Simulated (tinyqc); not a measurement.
Classical Heisenberg spin chain: exact results, Metropolis, heat-bath and over-relaxation steps, and a Monte Carlo run: one step, computed by the program tinyqc.

E = -J sum_i s_i . s_(i+1) for unit vectors s_i on an open chain; K = J/(k_B T).

Question. Four single-spin steps. The given spins are first normalised. Spins 2 and 3 are updated in turn, with h = K (sum of the two neighbours). Heat bath: cos(theta) = 1 + ln(1 - r1 (1 - exp(-2 |h|)))/|h| about n = h/|h|, azimuth 2 pi r2 = phi in the frame a = n x z/|n x z|, b = n x a: s = n cos(theta) + sin(theta)(a cos(phi) + b sin(phi)); r1, r2 are the first two numbers of the row. Steps 2 and 4 are reflections, s -> 2 (s . h) h/|h|^2 - s, which keep the energy and use no random number.

Inputs (values chosen for the exercise, for a model chain of large moments): temperature T = 11.9 K.

Update: heat bath with over-relaxation.

four neighbouring spins (rows; components x, y, z):
```
         1        2        3
1  -0.3778   0.9258   0.0142
2   0.1747  -0.1996   0.9642
3   0.7382   0.1429   0.6592
4   0.2551   0.7736  -0.5801
```

random numbers, one row a step:
```
        1       2       3
1  0.7296  0.4701  0.5536
2  0.0172  0.1496  0.6335
3  0.1813  0.6622  0.7453
4  0.0547  0.3377  0.2660
```

K = -6.143568

Give: the table «Steps» with the columns |h|, h . s before, h . s after, move, x, y, z.

Answer.

Steps:
```
spin    |h|  h . s before  h . s after        move        x        y        z
2     8.070        -3.065        6.762   heat bath   0.2948  -0.8036  -0.5171
3     7.542         1.976        1.976  reflection  -0.9729  -0.1301  -0.1910
2     9.692         5.813        9.492   heat bath   0.8757  -0.3929   0.2808
3     7.557         6.712        6.712  reflection  -0.6600  -0.4196   0.6232
```
